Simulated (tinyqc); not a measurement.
Thin-body transistor below threshold, two-dimensional Poisson equation on a small mesh: effect of the channel length.

A thin body on a thick buried insulator of low permittivity, taken as carrying no normal field at the bottom of the body (row 0). Mobile charge is neglected (subthreshold), the body is fully depleted, and potentials are counted from the intrinsic level; rows run upward to the gate, columns from source to drain.

Mesh: rows i = 0..12 in the semiconductor (step hs = tb/12, row 12 on the interface), then 8 step(s) ho = tox/8 up to the gate row 20; columns j = 0..80 (step hy = L/80). Box integration, divided by eps0: up_i = eps hy/h of the interval above row i, dn_i = that of the interval below (0 for row 0), lat_i = (sum of eps h/2 over the intervals above and below)/hy, s_i = -q Na w_i hy/eps0 with w_i the semiconductor height of the box (hs/2 for row 0 and the interface row, hs between, 0 in the insulator). Each free node obeys (up + dn + 2 lat) psi = up psi(above) + dn psi(below) + lat [psi(left) + psi(right)] + s. Fixed values: gate row Vg - Vfb; column 0 at Vbi and the last column at Vbi + Vd in the semiconductor, each running linearly to Vg - Vfb across the insulator. The system is solved directly. On row 0 the minimum of psi and its place come from a parabola through the three lowest nodes; barrier = Vbi - minimum, swing = Vt ln 10/(d psi/dVg), DIBL = (d psi/dVd)/(d psi/dVg) there. Lambda = pi/k with k the smallest positive root of tan(k tox) tan(k tb) = eox/eps_r.

Parameters, values chosen for the exercise; semiconductor permittivity made up:
- T = 273 K (temperature)
- eps_r = 12.2 (relative permittivity of the semiconductor)
- eox = 3.9 (relative permittivity of the insulator)
- tb = 6 nm (body thickness)
- tox = 2.2 nm (insulator thickness)
- Na = 0 cm^-3 (acceptor density of the depleted body)
- Vbi = 0.49 V (potential of the source)
- Vfb = 0.02 V (gate offset)
- Vg = 0.1 V (gate voltage)
- Vd = 0.05 V (drain voltage)

Constants: q = 1.602176634e-19 C, kB = 1.380649e-23 J/K, Vt = kB T/q, eps0 = 8.8541878128e-14 F/cm where lengths are in cm. Results are converted to the units shown.

Effect of the channel length:

| L (nm) | L/Lambda | barrier (V) | place y/L | swing (mV/decade) | DIBL (mV/V) |
|---|---|---|---|---|---|
| 21 | 0.9005 | 0.1885 | 0.4765 | 110.9 | 484.4 |
| 25 | 1.072 | 0.2366 | 0.4815 | 90.32 | 311.5 |
| 31 | 1.329 | 0.2919 | 0.4857 | 74.44 | 175.7 |
| 38 | 1.629 | 0.3356 | 0.4886 | 65.39 | 97.47 |
| 46 | 1.973 | 0.3664 | 0.4907 | 60.22 | 52.65 |
| 55 | 2.358 | 0.3862 | 0.4922 | 57.32 | 27.40 |
| 67 | 2.873 | 0.3994 | 0.4936 | 55.53 | 11.85 |
| 82 | 3.516 | 0.4061 | 0.4948 | 54.66 | 4.254 |

As L goes from 21 to 82 nm, the barrier rises from 0.189 to 0.406 V, the swing falls from 111 to 54.7 mV a decade and DIBL falls from 484 to 4.25 mV/V; the ideal swing is 54.2. L/Lambda goes from 0.90 to 3.5. Between the last two rows DIBL decays with a length of 14.6 nm; 2 Lambda/pi is 14.8 nm.

Computed by the program tinyqc: `OMP_NUM_THREADS=1 python tinyqc.py 2480038 2480039 out.jsonl`, one thread of a shared Intel Xeon 2.30GHz, about 0.1 s for the whole run.
